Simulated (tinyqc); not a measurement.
Plane-wave Kohn-Sham cycle with exchange-only LDA in a layered model solid, step by step. One step of it, computed by the program tinyqc.

Task: Iteration 1: potential. V_H(G) = 4 pi rho(G)/G^2 for G != 0 (uniform background); v_x = -(3 rho/pi)^(1/3); V = V_ext + V_H + v_x; Fourier components f(G_m) = (1/N) sum_j f(x_j) exp(-i G_m x_j).

A solid whose potential varies along x alone (atomic units):
```
parameter                      value
period a                   15.300000
cross-section of the cell  12.000000
electrons per cell                 4
grid points                       16
plane waves -n..n, n               2
k points                           4
V1 in V1 cos(2 pi x/a)     -0.620000
V2 in V2 cos(4 pi x/a)     -0.120000
```

density at the start, on the grid x_j = j a/N (e/bohr^3): 0.02178649  0.02178649  0.02178649  0.02178649  0.02178649  0.02178649  0.02178649  0.02178649  0.02178649  0.02178649  0.02178649  0.02178649  0.02178649  0.02178649  0.02178649  0.02178649

Give: Potentials on the grid; V(G_m), m = 0, 1, 2, ....

Result:

Potentials on the grid (hartree):
```
x          V_ext     V_H      v_x        V
0.0000   -0.7400  0.0000  -0.2750  -1.0150
0.9563   -0.6577  0.0000  -0.2750  -0.9327
1.9125   -0.4384  0.0000  -0.2750  -0.7134
2.8687   -0.1524  0.0000  -0.2750  -0.4274
3.8250    0.1200  0.0000  -0.2750  -0.1550
4.7812    0.3221  0.0000  -0.2750   0.0471
5.7375    0.4384  0.0000  -0.2750   0.1634
6.6937    0.4880  0.0000  -0.2750   0.2129
7.6500    0.5000  0.0000  -0.2750   0.2250
8.6062    0.4880  0.0000  -0.2750   0.2129
9.5625    0.4384  0.0000  -0.2750   0.1634
10.5188   0.3221  0.0000  -0.2750   0.0471
11.4750   0.1200  0.0000  -0.2750  -0.1550
12.4313  -0.1524  0.0000  -0.2750  -0.4274
13.3875  -0.4384  0.0000  -0.2750  -0.7134
14.3438  -0.6577  0.0000  -0.2750  -0.9327
```

V(G_m), m = 0, 1, 2, ... (hartree): -0.2750  -0.3100  -0.0600  0.0000  0.0000
